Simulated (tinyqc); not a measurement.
Changing the trap level E_t - E_i: trap-assisted generation and recombination current of an abrupt junction. Computed by tinyqc, a small Python program. Command: `OMP_NUM_THREADS=1 python tinyqc.py 3020874 3020875 out.jsonl junctionleak sweep`. One thread of a shared host (Intel(R) Xeon(R) Processor @ 2.30GHz), about 0.03 s of CPU time with the checks.

Depletion approximation, flat quasi-Fermi levels across the depleted layer, long neutral regions with minority lifetimes tau_n and tau_p, full ionisation and Boltzmann statistics. Voltages in exponents stand for e V.

Inputs (values chosen for the exercise, with bands and screening modelled on GaAs):

| quantity | value | unit |
|---|---|---|
| gap E_g | 1.43 | eV |
| electron mass m_e | 0.0671 | m_0 |
| valleys M_c | 1 | - |
| hole mass m_h | 0.522 | m_0 |
| dielectric constant eps | 13 | - |
| acceptor density N_A | 6.5e+16 | cm^-3 |
| donor density N_D | 3.6e+17 | cm^-3 |
| capture time tau_n | 1.1e-07 | s |
| capture time tau_p | 2.2e-06 | s |
| electron diffusion coefficient D_n | 7.5 | cm^2/s |
| hole diffusion coefficient D_p | 6.1 | cm^2/s |
| forward bias V | 0.42 | V |
| reverse bias V_r | 1.8 | V |
| temperature T | 400 | K |

Field enhancement: none.

Constants: k_B = 8.617333262e-05 eV/K; m_0 = 9.1093837015e-31 kg; k_B = 1.380649e-23 J/K; h = 6.62607015e-34 J s; e = 1.602176634e-19 C; eps_0 = 8.8541878128e-12 F/m.

Method:
- N_c = 2 M_c (2 pi m_e k_B T/h^2)^(3/2) and N_v = 2 (2 pi m_h k_B T/h^2)^(3/2), masses in units of m_0.
- n_i = sqrt(N_c N_v) exp(-E_g/2 k_B T); V_bi = (k_B T/e) ln(N_A N_D/n_i^2); diffusion saturation current J_d0 = e n_i^2 [sqrt(D_n/tau_n)/N_A + sqrt(D_p/tau_p)/N_D].
- W = sqrt(2 eps eps_0 (V_bi - V)(1/N_A + 1/N_D)/e), x_p = W N_D/(N_A + N_D), x_n = W - x_p, peak field F_m = 2 (V_bi - V)/W; reverse bias means V = -V_r.
- Potential from the p edge: phi = (V_bi - V) x^2/(x_p W) on the p side and (V_bi - V)[1 - (W - x)^2/(x_n W)] on the n side; p = N_A exp(-phi/k_B T), n = n_i^2 exp(V/k_B T)/p; U = (n p - n_i^2)/[tau_p (n + n_i exp(dE/k_B T)) + tau_n (p + n_i exp(-dE/k_B T))], dE = E_t - E_i, n1 = n_i exp(dE/k_B T), p1 = n_i exp(-dE/k_B T); J_t = e int U dx by the trapezoid rule on 400 intervals on each side.
- Generation lifetime tau_g = tau_p exp(dE/k_B T) + tau_n exp(-dE/k_B T); textbook estimate e n_i W/tau_g; generation current J_g = -J_t; total = J_g + J_d0 (1 - exp(-V_r/k_B T)).
- Total J = J_t + J_d0 (exp(V/k_B T) - 1); ideality n = (e/k_B T) dV/d ln J, central difference of 1 mV.

One run for each value:

| trap level E_t - E_i (eV) | generation current (A/cm^2) | recombination current in the layer (A/cm^2) | ideality factor | tau_g (s) |
|---|---|---|---|---|
| -0.300 | 1.1899e-11 | 1.7453e-07 | 1.2818 | 6.6256e-04 |
| -0.220 | 1.1023e-10 | 2.9151e-07 | 1.6115 | 6.5057e-05 |
| -0.150 | 7.7030e-10 | 3.1453e-07 | 1.7072 | 8.5654e-06 |
| -0.075 | 4.9856e-09 | 3.1786e-07 | 1.7224 | 1.2188e-06 |
| 0.000 | 2.7033e-09 | 3.1736e-07 | 1.7201 | 2.3100e-06 |
| 0.075 | 3.5190e-10 | 3.0977e-07 | 1.6863 | 1.9394e-05 |
| 0.150 | 4.3682e-11 | 2.5784e-07 | 1.4941 | 1.7074e-04 |
| 0.230 | 4.7196e-12 | 1.0941e-07 | 1.1640 | 1.7390e-03 |
| 0.300 | 6.7676e-13 | 2.8440e-08 | 1.0426 | 1.3251e-02 |

Describe and explain the trends.

Over the rows, generation current (A/cm^2) goes from 1.19e-11 through a maximum among these rows, 4.99e-9 at -0.0750, to 6.77e-13; recombination current in the layer (A/cm^2) goes from 1.75e-7 through a maximum among these rows, 3.18e-7 at -0.0750, to 2.84e-8; ideality factor goes from 1.28 through a maximum among these rows, 1.72 at -0.0750, to 1.04. Generation is largest where the two terms of tau_g are equal, at dE = (k_B T/2) ln(tau_n/tau_p) = -0.052 eV, apart from edge effects.

Caution (all rows): one side is doped near or above its effective density of states, so Boltzmann statistics understate V_bi.

Extremes, crossings and ranges named in words are read from the listed rows.
